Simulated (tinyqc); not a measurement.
From results back to parameters: two-dimensional electron gas with Rashba and Dresselhaus coupling. Three cases, with inputs chosen for the exercise.

Problem. For pure Rashba coupling above the band crossing, k_outer - k_inner = al m/c with c = hbar^2/2m0, and each branch holds k^2/(4 pi) electrons per area. Beating of Shubnikov-de Haas oscillations gives the two densities; those below come from a hidden al (1e11/cm^2 = 1e-5/angstrom^2).

Constants: hbar^2/2m0 = 3.80998211 eV angstrom^2.

Case 1.

Values chosen (out of a larger set: of the size met in GaAs; not measured data): m = 0.0681 m0 (mass).

densities (1e11/cm^2): outer 6.617884, inner 6.382116

Case 2.

Values chosen (out of a larger set: of the size met in InSb; not measured data): m = 0.0134 m0 (mass).

densities (1e11/cm^2): outer 6.843835, inner 6.156165

Case 3.

Values chosen (out of a larger set: of the size met in GaAs; not measured data): m = 0.0655 m0 (mass).

densities (1e11/cm^2): outer 3.021114, inner 2.878886

Find: k_outer, k_inner; al.

Solution. k = sqrt(4 pi n) for each branch, and al = c (k_outer - k_inner)/m.

Case 1.

k_outer, k_inner (1/angstrom): 0.02884  0.02832

al = 0.0290 eV angstrom

Case 2.

k_outer, k_inner (1/angstrom): 0.02933  0.02781

al = 0.430 eV angstrom

Case 3.

k_outer, k_inner (1/angstrom): 0.01948  0.01902

al = 0.0270 eV angstrom

Computed by tinyqc, one run a case: `OMP_NUM_THREADS=1 python tinyqc.py N N+1 out.jsonl` with N = 1481905, 1481954, 1481963; one thread of a shared Intel(R) Xeon(R) Processor @ 2.30GHz, about 0.01 s a run at most.
